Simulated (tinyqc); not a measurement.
Octagonal on-chip spiral inductor, lumped pi model: two steps of the calculation.

Outer diameter do = di + 2 n wd + 2 (n - 1) sp, mean da = (do + di)/2, fill p = (do - di)/(do + di), length l = 3.314 n da. L = 2.25 mu0 n^2 da/(1 + 3.55 p), mu0 = 4 pi 1e-7 H/m. Rs = rho l/(wd delta (1 - exp(-th/delta))), delta = sqrt(rho/(pi f mu0)). Cs = n wd^2 eps0 eo/hu across the coil. At each end Cox = l wd eps0 eo/(2 ho) leads to the substrate branch Rsi = 2 rs he/(l wd) in parallel with Csi = l wd eps0 11.7/(2 he). With one end grounded Y = 1/(Rs + i w L) + i w Cs + 1/[1/(i w Cox) + 1/(1/Rsi + i w Csi)], w = 2 pi f; Q = -Im Y/Re Y. Eddy currents in neighbouring turns and in the substrate are left out.

Inputs (values chosen for the exercise); values of the order met in silicon radio-frequency processes:
- n = 5.5 (number of turns)
- wd = 8 um (line width)
- sp = 2 um (space between turns)
- di = 60 um (inner diameter)
- th = 2 um (metal thickness)
- rho = 1.9 uohm cm (metal resistivity)
- ho = 8.1 um (oxide below the coil)
- hu = 0.9 um (oxide between coil and underpass)
- eo = 4.1 (relative permittivity of the oxide)
- rs = 20 ohm cm (substrate resistivity)
- he = 50 um (effective spreading depth in the substrate)
- f = 2.2 GHz (frequency)

Constants: eps0 = 8.8541878128e-12 F/m. Results are converted to the units shown.

Problem 1. Geometry and model elements. do, l, L, delta, Rs, Cs, Cox, Rsi and Csi as defined.

Give: do; l; L; delta; Rs; Cs; Cox; Rsi; Csi.

Solution 1.

do = 166.00 um
l = 2059.7 um
L = 3.6265 nH
delta = 1.4791 um
Rs = 4.4613 ohm
Cs = 14.198 fF
Cox = 36.923 fF
Rsi = 1213.8 ohm
Csi = 17.069 fF

Problem 2. Admittance, quality factor and apparent inductance. Series branch 1/(Rs + i w L), substrate branch, total Y, Q = -Im Y/Re Y, apparent inductance Im(1/Y)/w, metal-only value w L/Rs, share of the loss in the substrate Re(substrate branch)/Re Y.

L = 3.6265342 nH
Rs = 4.4612727 ohm
Cs = 14.198182 fF
Cox = 36.923358 fF
Rsi = 1213.7979 ohm
Csi = 17.069398 fF

Find: series branch; substrate branch; Y; Q; apparent inductance; w L/Rs; share of the loss in the substrate.

Solution 2.

series branch = 1.761-19.792i mS
substrate branch = 0.17367+0.35306i mS
Y = 1.935-19.242i mS
Q = 9.9442
apparent inductance = 3.7220 nH
w L/Rs = 11.237
share of the loss in the substrate = 8.9751 %

Q is 88.5 % of the metal-only value.

Numbers from tinyqc (`OMP_NUM_THREADS=1 python tinyqc.py 2302105 2302106 out.jsonl`; about 0.02 s on one thread of a shared Intel Xeon 2.30GHz).
